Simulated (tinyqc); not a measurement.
Inside a calculation. Method: MP2 on RHF in the 6-31g basis, for H2, spin multiplicity 1. One step of it, computed by the program tinyqc.

Problem. Orthogonalisation. S = U s U^T; symmetric (Loewdin) form X = U s^(-1/2) U^T, so that X^T S X = 1.

overlap S:
```
          1H 1s     1H 2s     2H 1s     2H 2s
1H 1s  1.000000  0.658292  0.541624  0.540831
1H 2s  0.658292  1.000000  0.540831  0.886437
2H 1s  0.541624  0.540831  1.000000  0.658292
2H 2s  0.540831  0.886437  0.658292  1.000000
```

Give: eigenvalues of S; X.

Solution.

eigenvalues of S: 0.0774  0.4946  0.5026  2.9255

X:
```
         1H 1s    1H 2s    2H 1s    2H 2s
1H 1s   1.3335  -0.5103  -0.2771   0.1016
1H 2s  -0.5103   2.1729   0.1016  -1.2340
2H 1s  -0.2771   0.1016   1.3335  -0.5103
2H 2s   0.1016  -1.2340  -0.5103   2.1729
```
